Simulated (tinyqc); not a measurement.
# Surface photovoltage measurement of the minority-carrier diffusion length in a wafer, step by step

A worked calculation. Computed by tinyqc, a small Python program that keeps every step. Command: `OMP_NUM_THREADS=1 python tinyqc.py 3130151 3130152 out.jsonl spv walk`. One thread of a shared host (Intel(R) Xeon(R) Processor @ 2.30GHz), about 0.01 s of CPU time with the checks. Intermediate numbers are printed to about 5 digits and carried at full precision; extremes and crossings named in words are read from the listed rows.

Low injection, steady light, a depletion layer much thinner than 1/alpha and L. The excess density dn is taken at the front edge of the neutral region; light that reaches the back is lost.

Inputs (values chosen for the exercise, modelled on p-type silicon at room temperature): diffusion length L = 840 micrometre; wafer thickness W = 625 micrometre; diffusivity D = 26.5 cm^2/s; front recombination velocity S_f = 3700 cm/s; back recombination velocity S_b = 61000 cm/s; photon flux entering = 2.2e+13 1/(cm^2 s); minority density at the surface barrier scale n_0 = 1.5e+09 1/cm^3; temperature T = 298 K; wavelength = 967 nm; relative noise of each reading = 0.2 %; diffusion length after pair splitting over L = 0.52; iron factor C = 1.09e+16 micrometre^2/cm^3.

Constants: k_B = 8.617333262e-05 eV/K.

## One wavelength

alpha = (84.732/lambda - 76.417)^2 per cm with lambda in micrometre (an empirical fit for silicon between 0.7 and 1.05 micrometre). Thick wafer: dn = Phi L/((S_f + D/L)(L + 1/alpha)). Finite wafer, with s = S_b L/D, w = W/L, a = alpha L: dn = [Phi a/(a^2 - 1)] [a - B - exp(-alpha W)(a - s)/(cosh w + s sinh w)]/(S_f + B D/L), B = (sinh w + s cosh w)/(cosh w + s sinh w). Photovoltage V = (k_B T/e) ln(1 + dn/n_0). Lifetime = L^2/D.

alpha = 125.59 1/cm

penetration depth 1/alpha = 79.626 micrometre

dn, thick wafer = 5.0044e+09 1/cm^3

B = 1.5756

dn, finite wafer = 4.4995e+09 1/cm^3

photovoltage V = 35.598 mV

lifetime = 266.26 microsecond

Caution: dn is not small against n_0, so V is not linear in the flux; the constant-flux reading then needs dn, not V.

## The linear plot

normal deviates g for the noise: [0.15, -0.56, 0.22, 1.21, -2.21, 0.57, 0.75]

Readings y = (Phi/dn) (1 + noise x g) at 780, 830, 880, 920, 950, 975 and 995 nm; a least-squares line y = c (1/alpha + L_app) gives L_app = intercept/slope.

Readings:
```
lambda (nm)  1/alpha (micrometre)  y (cm/s)  line (cm/s)
780                          9.64    4275.0       4253.5
830                         15.18    4313.8       4305.8
880                         25.33    4404.3       4401.5
920                         40.66    4543.9       4546.0
950                         61.28    4696.0       4740.4
975                         90.92    5005.6       5019.8
995                        130.89    5424.7       5396.5
```

slope = 9.4267 cm/(s micrometre)

apparent length L_app = 441.58 micrometre

error of L_app (rounded to 0.001) = -47.43 %

Without noise the error would be -47.1 %, from the finite thickness at W/L = 0.7. S_f scales all readings alike and leaves L_app unchanged.

## Where the wafer is too thin

No noise; L is varied at fixed W, and the last two columns set S_b to 0 and to 1e7 cm/s.

Apparent length (micrometre):
```
L          W/L  given S_b  S_b = 0  S_b = 1e7
31.2    20.032      31.20     31.2      31.20
62.5    10.000      62.50     62.5      62.50
125.0    5.000     124.86    125.1     124.85
188.0    3.324     185.80    190.0     185.71
312.0    2.003     286.20    338.1     285.54
500.0    1.250     377.93    647.2     376.13
812.0    0.770     441.19   1396.4     438.23
1310.0   0.477     472.60   3034.8     468.94
2500.0   0.250     488.70   7352.9     484.66
```

With a fast back surface L_app levels off, at 485 micrometre in the last row; with a passive one it reaches up to 2.94 times L among these rows and is 7350 in the last. All three columns are within 5 % of L down to W/L = 3.3.

## Iron from two lengths

Splitting iron-boron pairs in boron-doped silicon shortens L; with nothing else changing, [Fe] = C (1/L_after^2 - 1/L^2). It is evaluated with the true lengths and with the apparent ones (without noise), which differ when the wafer is not thick against L.

L_after = 436.8 micrometre

[Fe] from the true lengths = 4.1682e+10 1/cm^3

[Fe] from the apparent lengths = 3.1791e+10 1/cm^3

bias, apparent over true less 1 (rounded to 0.001) = -23.729 %

Checks made by the program: dn against a finite-difference solution (relative difference 4e-07).
